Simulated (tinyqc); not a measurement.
# Frequency dispersion of an accumulation capacitance by border traps, distributed model: two studies

Traps spread evenly through the insulator exchange electrons with the semiconductor by tunnelling, with tau(x) = t0 exp(2 ka x) at depth x from the interface. The admittance per area Y seen at depth x obeys dY/dx = -Y^2/(i w eps0 eox) + q Nb ln(1 + i w tau)/tau, with Y(0) = i w Cs and w = 2 pi f; the gate sees Y(tox) = G + i w C. Working variable y = Y/(i w), in uF/cm^2. Cox = eps0 eox/tox.

Parameters, values chosen for the exercise; permittivity close to that of zirconium oxide: relative permittivity of the insulator eox = 21.4; insulator thickness tox = 9.5 nm; semiconductor capacitance in accumulation Cs = 1.9 uF/cm^2; density of border traps Nb = 7.9e18 cm^-3 eV^-1; decay constant of the wave function in the insulator ka = 5.5 1/nm; time constant of a trap at the interface t0 = 5e-11 s; frequency f = 100 Hz.

Constants: q = 1.602176634e-19 C, eps0 = 8.8541878128e-14 F/cm where lengths are in cm. Results are converted to the units shown.

Each table varies one quantity; the others keep the values above.

## Capacitance and loss against frequency

Cox; trap-free value 1/(1/Cox + 1/Cs); response depth d = ln(1/(w t0))/(2 ka), where w tau = 1; lumped estimate: all traps within d act as C_bt = q Nb d placed at d/2, so C = 1/{1/[1/(1/Cs + d/(2 eps0 eox)) + C_bt] + (tox - d/2)/(eps0 eox)}. C and G from a fine integration; dispersion -d C/d log10 f over C, from f times and over 1.1. For a broad spread of time constants G/w is close to -(pi/2) dC/d ln w.

The same in every row: trap-free C (uF/cm^2) = 0.9731.

Capacitance and loss against frequency:
```
f (Hz),d (nm),C (uF/cm^2),G/w (uF/cm^2),dispersion (% a decade),-(pi/2) dC/d ln w (uF/cm^2),lumped C (uF/cm^2)
10,1.780,1.044,0.006078,0.8536,0.006077,1.039
100,1.571,1.035,0.005914,0.8375,0.005913,1.031
1000,1.361,1.026,0.005753,0.8216,0.005753,1.022
10000,1.152,1.018,0.005597,0.8058,0.005597,1.014
1e5,0.9426,1.010,0.005445,0.7902,0.005444,1.006
1e6,0.7332,1.002,0.005295,0.7746,0.005295,0.9986
1e7,0.5239,0.9944,0.005146,0.7592,0.005150,0.9911
```

C falls from 1.044 to 0.9944 uF/cm^2, towards the trap-free 0.9731; each decade of frequency removes ln 10/(2 ka) = 0.209 nm from the response depth. The dispersion falls from 0.854 to 0.759 % a decade and G/w falls from 0.00608 to 0.00515 uF/cm^2. G/w lies between 0.999 and 1.00 times -(pi/2) dC/d ln w, the relation for a broad spread of time constants.

## Effect of the semiconductor capacitance in accumulation

Same model as above.

The same in every row: d (nm) = 1.571.

Effect of the semiconductor capacitance in accumulation:
```
Cs (uF/cm^2),C (uF/cm^2),G/w (uF/cm^2),dispersion (% a decade),-(pi/2) dC/d ln w (uF/cm^2),lumped C (uF/cm^2),trap-free C (uF/cm^2)
0.2,0.3448,0.01329,5.648,0.01329,0.3358,0.1818
0.39,0.4674,0.01176,3.688,0.01176,0.4595,0.3262
0.75,0.6560,0.009598,2.144,0.009596,0.6495,0.5450
1.4,0.9002,0.007122,1.160,0.007121,0.8953,0.8226
2.8,1.209,0.004518,0.5477,0.004517,1.206,1.165
5.4,1.480,0.002723,0.2697,0.002722,1.478,1.457
10,1.675,0.001708,0.1493,0.001707,1.674,1.663
20,1.820,0.001108,0.08906,0.001106,1.819,1.814
```

As Cs goes from 0.2 to 20, C rises from 0.345 to 1.82 uF/cm^2, the dispersion falls from 5.65 to 0.0891 % a decade and G/w falls from 0.0133 to 0.00111 uF/cm^2. The lumped estimate is 2.6 % below C in the first row and 0.061 % below it in the last. The same traps disperse C more when Cs is small, since they then add to the weaker series term.

Numbers from tinyqc (`OMP_NUM_THREADS=1 python tinyqc.py 2202005 2202006 out.jsonl`; about 0.5 s on one thread of a shared Intel Xeon 2.30GHz).
